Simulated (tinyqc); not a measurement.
MOS capacitor on a p-type substrate, surface potential from the exact charge relation: Capacitance-voltage curves.

Uniform p-type substrate, Boltzmann statistics, full ionisation, classical densities. psi is the surface potential against the body (positive when the bands bend down) and u = psi/Vt. Traps are spread evenly over the gap and neutral at flat band, so their charge is -q Dit psi; the minority quasi-Fermi level is shifted by Vb.

ni = sqrt(Nc Nv) exp(-Eg/(2 Vt)), Eg in volts; phiF = Vt ln(N/ni); Cox = eps0 eox/tox; Vfb = phiM - chi - (Eg - Vt ln(Nv/N)) - q Nf/Cox; Q0 = sqrt(2 eps0 eps_r q N Vt); r = (ni/N)^2 exp(-Vb/Vt); VT = Vfb + [(2 phiF + Vb)(1 + q Dit/Cox) + sqrt(2 eps0 eps_r q N (2 phiF + Vb))/Cox]. u = psi/Vt; F^2 = exp(-u) + u - 1 + r (exp(u) - u - 1); Qs = -sign(u) Q0 F; Cs = -dQs/dpsi = (Q0/Vt) |1 - exp(-u) + r (exp(u) - 1)|/(2 F). psi solves Vg = Vfb + psi + (q Dit psi - Qs)/Cox. Low frequency: 1/C_LF = 1/Cox + 1/(Cs + q Dit). High frequency, in the simple estimate in which traps and minority carriers do not follow: 1/C_HF = 1/Cox + 1/Cd, Cd being Cs with r = 0 at the same psi. Deep depletion: r = 0 and Dit = 0 both in the equation for psi and in Cs. Minority sheet density N_inv = (Q0/(2 q)) int_0^u r (exp(t) - 1)/F(t) dt for u > 0. N_inv under 1 cm^-2 is printed as 0. Regimes: accumulation when majority carriers gather, then depletion up to |psi| = phiF + Vb, weak inversion up to 2 phiF + Vb, strong inversion beyond.

Values chosen for this exercise; band and dielectric values close to those of silicon:

| symbol | value | unit | meaning |
|---|---|---|---|
| T | 273 | K | temperature |
| Eg | 1.12 | eV | band gap |
| eps_r | 11.8 |  | relative permittivity |
| Nc | 2.39e19 | cm^-3 | conduction-band density of states at T |
| Nv | 2.32e19 | cm^-3 | valence-band density of states at T |
| chi | 4 | eV | electron affinity |
| N | 1.9e15 | cm^-3 | acceptor density of the substrate |
| eox | 3.9 |  | relative permittivity of the gate insulator (close to silicon dioxide) |
| tox | 28 | nm | insulator thickness |
| phiM | 4.88 | eV | gate work function |
| Nf | 0 | cm^-2 | fixed charge at the interface, in units of q |
| Dit | 0 | cm^-2 eV^-1 | density of interface traps |
| Vb | 0 | V | reverse bias of the inversion layer against the body |

Constants: q = 1.602176634e-19 C, kB = 1.380649e-23 J/K, Vt = kB T/q, eps0 = 8.8541878128e-14 F/cm where lengths are in cm. Results are converted to the units shown.

Capacitance-voltage curves:
```
Vg (V),psi (V),C_LF/Cox,C_HF/Cox,C_deep/Cox,N_inv (cm^-2),regime
-0.74,-0.1380,0.9265,0.9265,0.9265,0,accumulation
-0.46,-0.1119,0.8796,0.8796,0.8796,0,accumulation
-0.18,-0.06163,0.7275,0.7275,0.7275,0,accumulation
0.09,0.06585,0.3146,0.3146,0.3146,0,depletion
0.37,0.2842,0.1669,0.1669,0.1669,218.3,depletion
0.65,0.5240,0.1265,0.1263,0.1263,4.089e6,weak inversion
0.93,0.7390,0.6032,0.1078,0.1057,2.864e10,strong inversion
1.2,0.7944,0.8816,0.1043,0.09313,1.906e11,strong inversion
1.48,0.8195,0.9307,0.1028,0.08389,3.861e11,strong inversion
```

C_LF/Cox is lowest, 0.126, at Vg = 0.65 V (weak inversion) among the rows listed and is 0.931 in the last row, where C_HF/Cox is 0.103 and the deep-depletion value 0.0839. Vfb = -0.0186 V, where C_HF/Cox = 0.485 (Cox in series with eps0 eps_r/LD), and VT = 0.826 V. Over the last two rows psi moves by only 0.089 V a volt of gate bias, since the inversion charge screens the body. In strong accumulation and inversion degeneracy and confinement, left out here, lower the capacitance.

Numbers from tinyqc (`OMP_NUM_THREADS=1 python tinyqc.py 2060093 2060094 out.jsonl`; about 0.01 s on one thread of a shared Intel Xeon 2.30GHz).
